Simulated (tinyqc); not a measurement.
# Surface potential of a MOS transistor: implicit equation and explicit approximations: effect of the insulator thickness at fixed gate voltage

p-type body, charge-sheet picture, depletion and inversion only, full ionisation (an idealisation for deep acceptors), Boltzmann statistics (rough once Na exp(x - xn) passes about Nc/7). In units of Vt: xg = (Vg - Vfb)/Vt, x = psi/Vt, G = gamma/sqrt(Vt), xn = (2 phiF + Vc)/Vt. The implicit equation is (xg - x)^2 = G^2 [x - 1 + exp(x - xn)] for x above about 3. Cox = eps0 eox/tox.

ni = sqrt(Nc Nv) exp(-Eg/(2 Vt)), Eg in volts; phiF = Vt ln(Na/ni); gamma = sqrt(2 q eps0 eps_r Na)/Cox; VT = Vfb + Vt (xn + G sqrt(xn - 1)). Depletion value a = 1 + [sqrt(G^2/4 + xg - 1) - G/2]^2; inversion value b = xn + ln[(xg - xn)^2/G^2 - xn + 1] and first guess y = min(a, b) - ln(1 + exp(-|a - b|)) if a > xn + 1, else b = y = a; one second-order correction with D = exp(y - xn), p = 2 (xg - y) + G^2 (1 + D), w = (xg - y)^2 - G^2 (y - 1 + D): z = y + 2 w/(p + sqrt(p^2 - 2 (2 - G^2 D) w)), or the Newton step z = y + w/p where the root is not real. N_inv = (Cox Vt G/q) [sqrt(x - 1 + exp(x - xn)) - sqrt(x - 1)] at the root. Lambert form (Cox m Vt/q) W0[(G/(2 m sqrt(xn - 1))) exp((Vg - VT)/(m Vt))], m = 1 + G/(2 sqrt(xn - 1)). Errors under 1e-4 mV, and the linear form below VT, are printed as 0.

Parameters, values chosen for the exercise; band and dielectric values close to those of silicon:
- T = 350 K (temperature)
- Eg = 1.13 eV (band gap)
- eps_r = 11.8 (relative permittivity)
- Nc = 3.49e19 cm^-3 (conduction-band density of states at T)
- Nv = 3.35e19 cm^-3 (valence-band density of states at T)
- eox = 7.59 (relative permittivity of the gate insulator (close to silicon nitride))
- Na = 4.4e17 cm^-3 (acceptor density)
- Vfb = -0.88 V (flat-band voltage)
- Vc = 0.5 V (channel-body voltage)
- Vg = 0.91 V (gate-body voltage)

Constants: q = 1.602176634e-19 C, kB = 1.380649e-23 J/K, Vt = kB T/q, eps0 = 8.8541878128e-14 F/cm where lengths are in cm. Results are converted to the units shown.

Results:

| tox (nm) | psi (V) | x - xn | error of y (mV) | error of z (mV) | N_inv (cm^-2) | Cox (Vg - VT)/q (cm^-2) | Lambert form (cm^-2) |
|---|---|---|---|---|---|---|---|
| 2.3 | 1.5076 | 4.6471 | 30.0 | 9.76 | 2.2387e12 | 4.9364e12 | 2.4102e12 |
| 3.2 | 1.4826 | 3.8203 | 26.8 | 7.62 | 1.1417e12 | 2.7689e12 | 1.2093e12 |
| 4.4 | 1.4479 | 2.6694 | 17.0 | -0.893 | 4.0856e11 | 1.2582e12 | 4.2565e11 |
| 6 | 1.3838 | 0.54179 | 6.59 | -0.0111 | 5.2877e10 | 1.8399e11 | 5.3544e10 |
| 8.2 | 1.2686 | -3.2765 | 0.198 | 0 | 1.2254e9 | 0 | 1.1675e9 |
| 11 | 1.1309 | -7.8423 | 2.73e-3 | 0 | 1.3523e7 | 0 | 1.1310e7 |
| 21 | 0.76317 | -20.034 | 0 | 0 | 84.039 | 0 | 22.423 |

Estimate the missing row, tox = 15 nm.

Computed row:

| tox (nm) | psi (V) | x - xn | error of y (mV) | error of z (mV) | N_inv (cm^-2) | Cox (Vg - VT)/q (cm^-2) | Lambert form (cm^-2) |
|---|---|---|---|---|---|---|---|
| 15 | 0.96272 | -13.418 | 0 | 0 | 55662 | 0 | 33554 |

With this row back in the table: As tox goes from 2.3 to 21, psi falls from 1.51 to 0.763 V, x - xn falls from 4.65 to -20.0 and N_inv falls from 2.24e12 to 84.0 cm^-2. The Lambert form lies between 0.267 and 1.08 times N_inv. For tox = 2.3, 3.2, 4.4 the electron quasi-Fermi level lies less than 2 Vt below the band edge at the surface, or above it, where degeneracy and confinement, left out, matter.

tinyqc, about 0.01 s, one thread, Intel Xeon 2.30GHz (shared host): `OMP_NUM_THREADS=1 python tinyqc.py 2122182 2122183 out.jsonl`
